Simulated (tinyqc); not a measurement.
Capture against temperature: configuration-coordinate model of carrier capture at a defect.

Two parabolas of equal curvature k in one coordinate Q: with the carrier free at the band edge, U_f = k Q^2/2; with the carrier trapped, U_t = k (Q - dQ)^2/2 - ET. ER = k dQ^2/2, Huang-Rhys factor S = ER/hw, hw = 0.0646541 sqrt(k/M) eV for k in eV/angstrom^2 and M in u. The curves cross at a height Eb = (ER - ET)^2/(4 ER) above the free minimum.

Multiphonon factor for giving p = ET/hw phonons to the lattice: W = exp(-S (2 nb + 1)) ((nb + 1)/nb)^(p/2) I_p(x), nb = 1/(exp(hw/kT) - 1), x = 2 S sqrt(nb (nb + 1)), I_p the modified Bessel function. Classical limit: W = hw exp(-Eb/kT)/sqrt(4 pi ER kT). At T = 0: exp(-S) S^p/Gamma(p + 1).

Constants: kB = 8.617333262e-05 eV/K.

Parameters, chosen for this exercise (out of a larger set: of the size met at a deep level in Si; not measured data):
```
symbol  value  unit  meaning
ET      0.42   eV    thermal depth of the level below the band edge
ER      0.09   eV    relaxation energy
hw      0.043  eV    phonon energy of the mode
```

The local activation energy is -d ln W/d(1/kT), by central differences with T changed by 1 %.

Against T:
```
T (K)  kT/hw  log10 W  log10 W, classical  activation energy (eV)
40     0.080   -4.099             -38.275                  0.0000
60     0.120   -4.099             -25.659                  0.0001
80     0.160   -4.094             -19.369                  0.0005
120    0.240   -4.058             -13.105                  0.0041
160    0.321   -3.983              -9.991                  0.0116
220    0.441   -3.823              -7.462                  0.0281
300    0.601   -3.582              -5.681                  0.0536
400    0.802   -3.297              -4.473                  0.0850
550    1.102   -2.940              -3.503                  0.1250
```

log10 W at T = 0 = -4.099
Eb = 0.3025 eV

At 40 K log10 W is -4.10, against -4.10 at T = 0 and -38.3 classically; at 550 K the two forms differ by +0.56. The activation energy read from an Arrhenius plot goes from 0.000 eV at 40 K to 0.125 at 550 K, with its largest value 0.125 at 550 K, against Eb = 0.302 eV; the classical form itself gives Eb - kT/2. A measured slope therefore understates the barrier.

Program tinyqc; command `OMP_NUM_THREADS=1 python tinyqc.py 1480777 1480778 out.jsonl`; about 0.01 s on one thread of a shared Intel(R) Xeon(R) Processor @ 2.30GHz.
